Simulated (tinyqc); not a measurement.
# Hopping conduction between localised states, step by step

A worked calculation. Computed by tinyqc, a small Python program that keeps every step. Command: `OMP_NUM_THREADS=1 python tinyqc.py 3024053 3024054 out.jsonl hop walk`. One thread of a shared host (Intel(R) Xeon(R) Processor @ 2.30GHz), about 0.01 s of CPU time with the checks. Intermediate numbers are printed to about 6 digits and carried at full precision; extremes and crossings named in words are read from the listed rows.

Energies are counted from the Fermi level. A small network shows the mechanism; the laws of an infinite system follow.

Inputs (values chosen for the exercise, for a model amorphous semiconductor):
```
quantity                                    value          unit
localisation length xi                       0.89            nm
density of states g_0                     3.9e+12   1/(eV cm^2)
permittivity eps                              6.5             -
activation energy E_a to extended states    0.078            eV
prefactor of activated conduction             120  microsiemens
prefactor of hopping                         0.17  microsiemens
conductance scale G_0                           1  microsiemens
temperature T                                  14             K
```

Dimension: 2D.

sites of the small network (nm, nm, meV):
```
      x     y  energy
1     0  0.87    0.79
2  0.97  1.62    8.39
3  1.72  1.42  -13.79
4  2.56  1.29     9.3
5  3.55  0.43      10
6  4.31  0.49    1.97
7  5.71  0.03   -8.09
8   6.3  0.07   -0.27
```

Constants: k_B = 8.617333262e-05 eV/K; e^2/(4 pi eps_0) = 14.39964548 eV angstrom.

## Pair exponents

Miller-Abrahams exponent s_ij = 2 r_ij/xi + (|E_i| + |E_j| + |E_i - E_j|)/(2 k_B T); G_ij = G_0 exp(-s_ij). The diagonal is set to 0 and not used.

s_ij:
```
         1        2        3        4        5        6        7        8
1   0.0000   9.7098  16.1432  13.5384  16.3275  11.3559  20.3301  15.1496
2   9.7098   0.0000  20.1292  11.3579  14.6737  14.8780  24.8952  19.6519
3  16.1432  20.1292   0.0000  21.0493  24.3950  19.2474  20.9253  22.1604
4  13.5384  11.3579  21.0493   0.0000  11.2358  12.0327  22.0384  16.7729
5  16.3275  14.6737  24.3950  11.2358   0.0000  10.0021  19.9312  14.7452
6  11.3559  14.8780  19.2474  12.0327  10.0021   0.0000  11.6502   6.4271
7  20.3301  24.8952  20.9253  22.0384  19.9312  11.6502   0.0000   8.0346
8  15.1496  19.6519  22.1604  16.7729  14.7452   6.4271   8.0346   0.0000
```

## Kirchhoff solution

Site 1 is held at potential 1 and site 8 at 0; Kirchhoff's law sum_j G_ij (u_i - u_j) = 0 fixes the others; G = sum_j G_1j (1 - u_j). G_ij = G_0 exp(-s_ij).

potentials: 1.00000  0.89634  0.94300  0.41262  0.10816  0.01147  0.00031  0.00000

conductance G = 1.89748e-05 microsiemens

-ln(G/G_0) = 10.8724

## Critical path

Critical exponent s_c: the smallest value such that bonds with s_ij <= s_c connect site 1 with site 8.

critical exponent s_c = 11.3559

One such path is 1-6-8. -ln(G/G_0) = 10.87 against s_c = 11.36: the hardest unavoidable hop sets the conductance.

## The network against temperature

Miller-Abrahams exponent s_ij = 2 r_ij/xi + (|E_i| + |E_j| + |E_i - E_j|)/(2 k_B T); G_ij = G_0 exp(-s_ij). Site 1 is held at potential 1 and site 8 at 0; Kirchhoff's law sum_j G_ij (u_i - u_j) = 0 fixes the others; G = sum_j G_1j (1 - u_j). The last column is the length of the critical bond.

Network:
```
T (K)  -ln(G/G_0)      s_c  critical hop (nm)
4.2       15.0538  15.1660            4.32672
6.3       13.3053  13.3517            4.32672
9.8       11.9910  12.0557            4.32672
14.0      10.8724  11.3559            4.32672
21.0       9.0872   8.7883            1.62388
35.0       7.2248   6.7327            1.62388
70.0       5.6963   5.1909            1.62388
210.0      4.5414   3.8675            1.47363
```

-ln(G/G_0) follows s_c within 0.7. The critical hop is 4.33 nm long at the lowest T and 1.47 nm at the highest: on cooling the carrier goes farther to find a site of nearer energy, which is variable-range hopping.

## Variable-range laws

Mott: T_M = 13.8/(k_B g_0 xi^2), exponent (T_M/T)^(1/3), mean hop r = (1/3) xi times the exponent. Efros-Shklovskii: T_ES = 6.5 e^2/(4 pi eps eps_0 k_B xi), exponent (T_ES/T)^(1/2). Coulomb gap width g_0 (e^2/(4 pi eps eps_0))^2. The numerical coefficients come from percolation theory and are given.

T_M = 5.18396e+06 K

T_ES = 18775.4 K

Mott exponent = 71.8088

Efros-Shklovskii exponent = 36.6210

mean hop by the Mott formula = 21.3033 nm

Coulomb gap = 1.91400 meV

The larger exponent, here Mott, is the one that limits; the two are equal at T = 0.246 K, below which the Coulomb gap rules.

## Total conductivity

sigma = s_1 exp(-E_a/k_B T) + s_2 exp(-larger of the two exponents); reduced activation energy w = d ln(sigma)/d ln(T) by a central difference of +/- 1 %.

activated part = 1.00096e-26 microsiemens

hopping part = 1.10731e-32 microsiemens

conductivity = 1.00096e-26 microsiemens

reduced activation energy w = 64.6580

Activation to extended states carries 100 %. For sigma = s exp(-(T_0/T)^p), w = p (T_0/T)^p, so the slope of ln w against ln T gives -p.

Checks made by the program: current leaving the first site against current entering the last (relative difference below 1e-10).
